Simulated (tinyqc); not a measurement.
Changing the ion energy E: ion implantation: universal nuclear stopping, Lindhard-Scharff electronic stopping and a Gaussian range profile. Computed by tinyqc, a small Python program. Command: `OMP_NUM_THREADS=1 python tinyqc.py 3031138 3031139 out.jsonl implant sweep`. One thread of a shared host (Intel(R) Xeon(R) Processor @ 2.30GHz), about 0.1 s of CPU time with the checks.

An ion slows by elastic collisions with screened nuclei and by friction with electrons; channelling is ignored and the target is uniform.

Inputs (values chosen for the exercise, modelled on nitrogen ions in germanium):
```
quantity,value,unit
ion atomic number Z1,7,-
ion mass M1,14,u
target atomic number Z2,32,-
target mass M2,72.63,u
target density N,44.2,1/nm^3
scale factor of electronic stopping k,1.2,-
dose Q,5.6e+14,1/cm^2
background C_B,1.3e+16,1/cm^3
displacement energy E_d,15,eV
```

Method:
- Reduced energy eps = 32.53 M2 E/(Z1 Z2 (M1 + M2)(Z1^0.23 + Z2^0.23)), E in keV; s_n = ln(1 + 1.1383 eps)/(2 (eps + 0.01321 eps^0.21226 + 0.19593 eps^0.5)) for eps up to 30 and ln(eps)/(2 eps) above; S_n = 8.462 Z1 Z2 M1 s_n/((M1 + M2)(Z1^0.23 + Z2^0.23)) in 1e-15 eV cm^2.
- S_e = k 3.83 Z1^(7/6) Z2/(Z1^(2/3) + Z2^(2/3))^(3/2) sqrt(E/M1) in 1e-15 eV cm^2, E in keV.
- Path length R = int_0^E dE'/(N (S_n + S_e)); energy lost to nuclei nu = int_0^E S_n/(S_n + S_e) dE' (both with E' = E y^3 and 64 Gauss-Legendre points in y).
- Estimates of Lindhard type: R_p = R/(1 + M2/(3 M1)), straggle dR_p = (2/3) R_p sqrt(M1 M2)/(M1 + M2).
- C(x) = C_p exp(-(x - R_p)^2/(2 dR_p^2)) with C_p = Q/(sqrt(2 pi) dR_p), 1 nm = 1e-7 cm; the profile falls to the background at x_j = R_p + dR_p sqrt(2 ln(C_p/C_B)); the peak atomic fraction is C_p/N.
- Kinchin-Pease count with efficiency 0.8: N_d = 0.8 nu/(2 E_d), taking all of nu as damage energy (an upper estimate, as recoils also lose energy to electrons). Spread over a depth R_p + dR_p, displacements per atom = Q N_d/(N (R_p + dR_p)).

One run for each value:
```
ion energy E (keV),projected range R_p (nm),peak concentration C_p (1/cm^3),energy lost to nuclei nu (keV),depth x_j where C falls to C_B (nm),displacements per atom
2,8.19,1.1118e+21,1.457,17.77,0.48278
4,12.54,7.2626e+20,2.785,26.92,0.60282
8,19.76,4.6062e+20,5.204,41.96,0.71434
16,32.04,2.8412e+20,9.405,67.19,0.79623
32,53.10,1.7145e+20,16.189,109.86,0.82707
63,87.82,1.0367e+20,25.817,179.16,0.79756
130,149.22,6.1013e+19,39.083,299.78,0.71056
250,235.85,3.8602e+19,52.596,467.29,0.60499
500,372.56,2.4437e+19,67.060,727.56,0.48831
```

Describe and explain the trends.

Over the rows, projected range R_p (nm) rises from 8.19 to 373 (exponent d ln y / d ln x 0.61 between the first rows and 0.66 between the last); peak concentration C_p (1/cm^3) falls from 1.11e21 to 2.44e19 (exponent d ln y / d ln x -0.61 between the first rows and -0.66 between the last); energy lost to nuclei nu (keV) rises from 1.46 to 67.1 (exponent d ln y / d ln x 0.93 between the first rows and 0.35 between the last). The share of energy given to nuclei falls from 0.73 to 0.13 as electronic stopping grows. C_p is inverse to the straggle, which these estimates tie to R_p.

Caution (all rows): the estimates of R_p and dR_p assume mainly nuclear stopping and an ion not much lighter than the target; here they are rough, and for light ions in heavy targets the straggle can be low by a factor of two or more. Caution (all rows): above a few tenths of a displacement per atom cascades overlap, so the count overstates new damage; heavy ions turn silicon and germanium amorphous at such levels, while light ions such as boron and metal targets anneal much of the damage.

Extremes, crossings and ranges named in words are read from the listed rows.
